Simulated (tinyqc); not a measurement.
From Debye to Thomas-Fermi: static screening by free carriers.

kF = (3 pi^2 n/Mv)^(1/3), EF = c kF^2/m with c = hbar^2/2m0, n in 1/angstrom^3 (1e-24 per 1/cm^3), e2 = e^2/(4 pi eps0). Thomas-Fermi: qTF^2 = 6 pi e2 n/(eps EF). Debye: qD^2 = 4 pi e2 n/(eps kB T).

F_j(eta) = (1/Gamma(j + 1)) integral_0^infinity x^j dx/(1 + exp(x - eta)), which tends to exp(eta) for eta << 0.

At finite T: qs^2 = qD^2 F_-1/2(eta)/F_1/2(eta), where n = Mv N F_1/2(eta) and N = 2 (m kB T/(4 pi c))^(3/2) with c = hbar^2/2m0, in 1/angstrom^3; times 1e24 for 1/cm^3.

Constants: hbar^2/2m0 = 3.80998211 eV angstrom^2; e^2/(4 pi eps0) = 14.39964547 eV angstrom; kB = 8.617333262e-05 eV/K.

Parameters, chosen for this exercise (near those of InAs; not measured data):
- m = 0.0257 m0 (mass of one isotropic valley)
- Mv = 1 (valleys)
- eps = 14.9 (background dielectric constant)
- T = 77 K

Screening lengths (angstrom):
```
n (1/cm^3)    eta  Debye  Thomas-Fermi  finite T
4.0e+13     -5.82   3696         477.2      3698
3.0e+14     -3.79   1350         341.1      1355
1.0e+15     -2.57  739.2         279.1     748.8
5.0e+15     -0.86  330.6         213.4     351.4
2.0e+16      0.91  165.3         169.4     202.8
7.0e+16      3.37  88.35         137.5     143.1
3.0e+17      9.50  42.68         107.9     108.4
8.0e+17     18.38  26.13         91.60     91.71
```

What can be read from this table?

Debye is within 5 % of the finite-T length up to 1e+15 1/cm^3 of the densities listed and Thomas-Fermi from 7e+16 on. The length goes as n^-0.50 at the low end and n^-0.17 at the high end, against the limits -1/2 and -1/6. Both limits give too short a length.

tinyqc: `OMP_NUM_THREADS=1 python tinyqc.py 1650040 1650041 out.jsonl`; about 0.01 s, one thread, shared Intel(R) Xeon(R) Processor @ 2.30GHz.
